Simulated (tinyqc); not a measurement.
Worked calculation: UHF in the sto-6g basis, for BeH2, spin multiplicity 1. One step of it, computed by the program tinyqc.

Task: Iteration 2: diagonalisation and new density. A level shift of 1 hartree raises the virtual space: F + shift (S - S D(s) S), with D(s) the density of one spin. Diagonalise F' = X^T F X, C = X C', fill 3 alpha and 3 beta electrons from the bottom; D(s) = C_occ C_occ^T. Each column has its largest component positive (the first on a tie).

extrapolated F(alpha) (hartree):
```
            1Be 1s     1Be 2s    1Be 2px    1Be 2py    1Be 2pz      2H 1s      3H 1s
1Be 1s   -4.543927  -1.248860   0.010119   0.000000   0.005691  -0.264255  -0.264255
1Be 2s   -1.248860  -0.558960  -0.174403   0.000000  -0.024876  -0.352044  -0.352044
1Be 2px   0.010119  -0.174403   0.180235   0.000000  -0.015238  -0.095940  -0.095940
1Be 2py   0.000000   0.000000   0.000000  -0.188485   0.000000  -0.339041   0.339041
1Be 2pz   0.005691  -0.024876  -0.015238   0.000000   0.233270  -0.029335  -0.029335
2H 1s    -0.264255  -0.352044  -0.095940  -0.339041  -0.029335  -0.276552  -0.000139
3H 1s    -0.264255  -0.352044  -0.095940   0.339041  -0.029335  -0.000139  -0.276552
```

extrapolated F(beta) (hartree):
```
            1Be 1s     1Be 2s    1Be 2px    1Be 2py    1Be 2pz      2H 1s      3H 1s
1Be 1s   -4.543927  -1.248860  -0.010119   0.000000   0.005691  -0.264255  -0.264255
1Be 2s   -1.248860  -0.558960   0.174403   0.000000  -0.024876  -0.352044  -0.352044
1Be 2px  -0.010119   0.174403   0.180235   0.000000   0.015238   0.095940   0.095940
1Be 2py   0.000000   0.000000   0.000000  -0.188485   0.000000  -0.339041   0.339041
1Be 2pz   0.005691  -0.024876   0.015238   0.000000   0.233270  -0.029335  -0.029335
2H 1s    -0.264255  -0.352044   0.095940  -0.339041  -0.029335  -0.276552  -0.000139
3H 1s    -0.264255  -0.352044   0.095940   0.339041  -0.029335  -0.000139  -0.276552
```

X:
```
            1Be 1s     1Be 2s   1Be 2px    1Be 2py    1Be 2pz      2H 1s      3H 1s
1Be 1s    1.027282  -0.148093  0.000000   0.000000  -0.001793   0.018508   0.018508
1Be 2s   -0.148093   1.194577  0.000000   0.000000   0.019962  -0.260319  -0.260319
1Be 2px   0.000000   0.000000  1.000000   0.000000   0.000000   0.000000   0.000000
1Be 2py   0.000000   0.000000  0.000000   1.279106   0.000000  -0.363338   0.363338
1Be 2pz  -0.001793   0.019962  0.000000   0.000000   1.002358  -0.030864  -0.030864
2H 1s     0.018508  -0.260319  0.000000  -0.363338  -0.030864   1.223960  -0.073339
3H 1s     0.018508  -0.260319  0.000000   0.363338  -0.030864  -0.073339   1.223960
```

D(alpha) after iteration 1:
```
            1Be 1s     1Be 2s    1Be 2px    1Be 2py    1Be 2pz      2H 1s      3H 1s
1Be 1s    1.034321  -0.125511  -0.110844   0.000000  -0.016894  -0.036739  -0.036739
1Be 2s   -0.125511   0.474223   0.381454   0.000000   0.057252   0.115991   0.115991
1Be 2px  -0.110844   0.381454   0.306930   0.000000   0.046069   0.093360   0.093360
1Be 2py   0.000000   0.000000   0.000000   0.612345   0.000000   0.159439  -0.159439
1Be 2pz  -0.016894   0.057252   0.046069   0.000000   0.006915   0.014014   0.014014
2H 1s    -0.036739   0.115991   0.093360   0.159439   0.014014   0.069920  -0.013107
3H 1s    -0.036739   0.115991   0.093360  -0.159439   0.014014  -0.013107   0.069920
```

D(beta) after iteration 1:
```
            1Be 1s     1Be 2s    1Be 2px    1Be 2py    1Be 2pz      2H 1s      3H 1s
1Be 1s    1.034321  -0.125511   0.110844   0.000000  -0.016894  -0.036739  -0.036739
1Be 2s   -0.125511   0.474223  -0.381454   0.000000   0.057252   0.115991   0.115991
1Be 2px   0.110844  -0.381454   0.306930   0.000000  -0.046069  -0.093360  -0.093360
1Be 2py   0.000000   0.000000   0.000000   0.612345   0.000000   0.159439  -0.159439
1Be 2pz  -0.016894   0.057252  -0.046069   0.000000   0.006915   0.014014   0.014014
2H 1s    -0.036739   0.115991  -0.093360   0.159439   0.014014   0.069920  -0.013107
3H 1s    -0.036739   0.115991  -0.093360  -0.159439   0.014014  -0.013107   0.069920
```

overlap S:
```
           1Be 1s    1Be 2s   1Be 2px    1Be 2py   1Be 2pz     2H 1s      3H 1s
1Be 1s   1.000000  0.254764  0.000000   0.000000  0.000000  0.052990   0.052990
1Be 2s   0.254764  1.000000  0.000000   0.000000  0.000000  0.406109   0.406109
1Be 2px  0.000000  0.000000  1.000000   0.000000  0.000000  0.000000   0.000000
1Be 2py  0.000000  0.000000  0.000000   1.000000  0.000000  0.480790  -0.480790
1Be 2pz  0.000000  0.000000  0.000000   0.000000  1.000000  0.049027   0.049027
2H 1s    0.052990  0.406109  0.000000   0.480790  0.049027  1.000000   0.024075
3H 1s    0.052990  0.406109  0.000000  -0.480790  0.049027  0.024075   1.000000
```

Give: F' = X^T F X; orbital energies; coefficients C; F' = X^T F X; orbital energies; coefficients C; D(alpha) after iteration 2; D(beta) after iteration 2.

Result:

F' = X^T F X (alpha) (hartree):
```
        1       2       3       4       5       6       7
1  -4.436  -0.731   0.091   0.000   0.015  -0.006  -0.006
2  -0.731   0.400  -0.546   0.000  -0.057  -0.507  -0.507
3   0.091  -0.546   0.873   0.000  -0.062  -0.235  -0.235
4   0.000   0.000   0.000   0.554   0.000  -0.760   0.760
5   0.015  -0.057  -0.062   0.000   1.229  -0.063  -0.063
6  -0.006  -0.507  -0.235  -0.760  -0.063   0.806  -0.014
7  -0.006  -0.507  -0.235   0.760  -0.063  -0.014   0.806
```

orbital energies (alpha) (hartree): MO1 -4.546, MO2 -0.403, MO3 -0.396, MO4 1.163, MO5 1.231, MO6 1.414, MO7 1.769

coefficients C (alpha):
```
            MO1     MO2     MO3     MO4     MO5     MO6     MO7
1Be 1s    0.994  -0.208   0.000   0.025   0.057  -0.207   0.000
1Be 2s    0.024   0.646   0.000   0.094  -0.230   1.051   0.000
1Be 2px   0.000   0.450   0.000   0.824   0.082  -0.333   0.000
1Be 2py   0.000   0.000   0.618   0.000   0.000   0.000   1.232
1Be 2pz  -0.001   0.062   0.000  -0.036   0.973   0.235   0.000
2H 1s    -0.003   0.259   0.335  -0.427   0.061  -0.691  -0.928
3H 1s    -0.003   0.259  -0.335  -0.427   0.061  -0.691   0.928
```

F' = X^T F X (beta) (hartree):
```
        1       2       3       4       5       6       7
1  -4.436  -0.731  -0.091   0.000   0.015  -0.006  -0.006
2  -0.731   0.400   0.546   0.000  -0.057  -0.507  -0.507
3  -0.091   0.546   0.873   0.000   0.062   0.235   0.235
4   0.000   0.000   0.000   0.554   0.000  -0.760   0.760
5   0.015  -0.057   0.062   0.000   1.229  -0.063  -0.063
6  -0.006  -0.507   0.235  -0.760  -0.063   0.806  -0.014
7  -0.006  -0.507   0.235   0.760  -0.063  -0.014   0.806
```

orbital energies (beta) (hartree): MO1 -4.546, MO2 -0.403, MO3 -0.396, MO4 1.163, MO5 1.231, MO6 1.414, MO7 1.769

coefficients C (beta):
```
            MO1     MO2     MO3     MO4     MO5     MO6     MO7
1Be 1s    0.994  -0.208   0.000  -0.025   0.057  -0.207   0.000
1Be 2s    0.024   0.646   0.000  -0.094  -0.230   1.051   0.000
1Be 2px   0.000  -0.450   0.000   0.824  -0.082   0.333   0.000
1Be 2py   0.000   0.000   0.618   0.000   0.000   0.000   1.232
1Be 2pz  -0.001   0.062   0.000   0.036   0.973   0.235   0.000
2H 1s    -0.003   0.259   0.335   0.427   0.061  -0.691  -0.928
3H 1s    -0.003   0.259  -0.335   0.427   0.061  -0.691   0.928
```

D(alpha) after iteration 2:
```
         1Be 1s  1Be 2s  1Be 2px  1Be 2py  1Be 2pz   2H 1s   3H 1s
1Be 1s    1.031  -0.111   -0.094    0.000   -0.014  -0.057  -0.057
1Be 2s   -0.111   0.418    0.291    0.000    0.040   0.167   0.167
1Be 2px  -0.094   0.291    0.203    0.000    0.028   0.117   0.117
1Be 2py   0.000   0.000    0.000    0.382    0.000   0.207  -0.207
1Be 2pz  -0.014   0.040    0.028    0.000    0.004   0.016   0.016
2H 1s    -0.057   0.167    0.117    0.207    0.016   0.180  -0.045
3H 1s    -0.057   0.167    0.117   -0.207    0.016  -0.045   0.180
```

D(beta) after iteration 2:
```
         1Be 1s  1Be 2s  1Be 2px  1Be 2py  1Be 2pz   2H 1s   3H 1s
1Be 1s    1.031  -0.111    0.094    0.000   -0.014  -0.057  -0.057
1Be 2s   -0.111   0.418   -0.291    0.000    0.040   0.167   0.167
1Be 2px   0.094  -0.291    0.203    0.000   -0.028  -0.117  -0.117
1Be 2py   0.000   0.000    0.000    0.382    0.000   0.207  -0.207
1Be 2pz  -0.014   0.040   -0.028    0.000    0.004   0.016   0.016
2H 1s    -0.057   0.167   -0.117    0.207    0.016   0.180  -0.045
3H 1s    -0.057   0.167   -0.117   -0.207    0.016  -0.045   0.180
```
